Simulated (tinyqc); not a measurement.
One point for the whole zone: special k points of the fcc lattice.

Lattice vectors in units of a: a1 = (0, 1/2, 1/2), a2 = (1/2, 0, 1/2), a3 = (1/2, 1/2, 0); reciprocal vectors b_i with a_i . b_j = 2 pi delta_ij. Mesh: k = sum_i f_i b_i with f_i = (2 j_i + shift)/(2 N), j_i = 0 .. N-1. The point group of the lattice has 48 operations; only those that map the mesh onto itself are used.

A_m(k) = sum over the m-th star of lattice vectors R of cos(k . R), stars in order of length: m = 1: |R|^2 = 0.5, 12 vectors, such as (1, 0, 0) in the basis a_i; m = 2: |R|^2 = 1, 6 vectors, such as (1, 1, -1) in the basis a_i; m = 3: |R|^2 = 1.5, 24 vectors, such as (2, 0, -1) in the basis a_i; m = 4: |R|^2 = 2, 12 vectors, such as (2, 0, 0) in the basis a_i; m = 5: |R|^2 = 2.5, 24 vectors, such as (2, 1, -1) in the basis a_i; m = 6: |R|^2 = 3, 8 vectors, such as (3, -1, -1) in the basis a_i. The zone mean of every A_m is zero.

Test function, the lower band of a two-band insulator: E(k) = -sqrt(D^2 + (e0 - t A_1(k))^2).
Inputs chosen for the exercise: D = 2.1 eV (half gap term); t = 0.39 eV (coupling); e0 = 1.72 eV (offset).

The mean-value (Baldereschi) point is taken at k = (2 pi/a) (0.6223, 0.2953, 0), that is f = (0.1477, 0.3111, 0.4588); the reference is the mesh with N = 24.

Single points:

| point | A_1 | A_2 | A_3 | A_4 | E (eV) |
|---|---|---|---|---|---|
| Gamma | 12.000 | 6.000 | 24.000 | 12.000 | -3.6293 |
| mean-value point | 0.000 | 0.000 | -4.405 | -3.192 | -2.7144 |
| zone-face centre b1/2 | 0.000 | -6.000 | 0.000 | 12.000 | -2.7145 |

reference mean = -2.9799 eV

What does the comparison show, and why?

The mean-value point makes A_1 and A_2 vanish. Its error is +265 meV, against -649 meV at Gamma and +265 meV at b1/2. E is not linear in A_1; its powers hold sums of nearest vectors and a non-zero mean, so this point is not exact. A_1 has the same value at b1/2, and E depends on A_1 alone, so this test cannot tell the two points apart.

Computed by tinyqc, a small Python program: `OMP_NUM_THREADS=1 python tinyqc.py 1650187 1650188 out.jsonl` (the numbers bound the seed that draws the inputs); one thread of a shared host (Intel(R) Xeon(R) Processor @ 2.30GHz), about 0.2 s for the whole set of steps.
